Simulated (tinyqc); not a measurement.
Resistance of a source-drain extension with a graded tip: one step of the calculation.

y runs along the channel, the gate covers y > 0. The doping is N0 for y < y0 and N0 10^(-(y - y0)/la) beyond, uniform over the depth xj. Sheet conductance s(y) = q mu(N) max(N - Nch, 0) xj + (for y > 0) ma Cox Vo, with mu(N) = u0 + (u1 - u0)/(1 + (N/Nr)^au) and Cox = eps0 eox/tox. Current is taken as one-dimensional; depletion of the tip, spreading and the contact are left out. The metallurgical junction lies at yj, where N = Nch.

Task. Sheet resistances and junction position. yj = y0 + la log10(N0/Nch); sheet resistance of the full extension 1/[q mu(N0)(N0 - Nch) xj] and of the gate-induced layer 1/(ma Cox Vo); metallurgical length Lg - 2 yj; ye is where the doped and the gate-induced conductances are equal.

Inputs (values chosen for the exercise); mobility law close to that of electrons in silicon: relative permittivity of the gate insulator (close to aluminium oxide) eox = 9.06; insulator thickness tox = 3.7 nm; active doping of the extension far from the gate N0 = 1.3e20 cm^-3; lateral abruptness la = 5.5 nm/decade; position under the gate where the fall begins (gate edge at 0) y0 = 1.9 nm; depth of the extension xj = 17 nm; channel doping Nch = 6.9e17 cm^-3; gate overdrive Vo = 0.62 V; mobility of the gate-induced layer ma = 110 cm^2/(V s); mobility at low doping u1 = 1414 cm^2/(V s); mobility at high doping u0 = 68.5 cm^2/(V s); reference doping Nr = 9.2e16 cm^-3; exponent au = 0.711; gate length Lg = 50 nm.

Constants: q = 1.602176634e-19 C, eps0 = 8.8541878128e-14 F/cm where lengths are in cm. Results are converted to the units shown.

Give: yj; sheet resistance of the extension; sheet resistance of the induced layer; metallurgical length; ye; N at ye.

Result.

yj = 14.41 nm
sheet resistance of the extension = 372.6 ohm/square
sheet resistance of the induced layer = 6763 ohm/square
metallurgical length = 21.17 nm
ye = 10.05 nm
N at ye = 4.292e18 cm^-3

The gate takes over 4.37 nm before the junction, where N is still 6.22 times the channel doping.

tinyqc, about 0.03 s, one thread, Intel Xeon 2.30GHz (shared host): `OMP_NUM_THREADS=1 python tinyqc.py 2282258 2282259 out.jsonl`
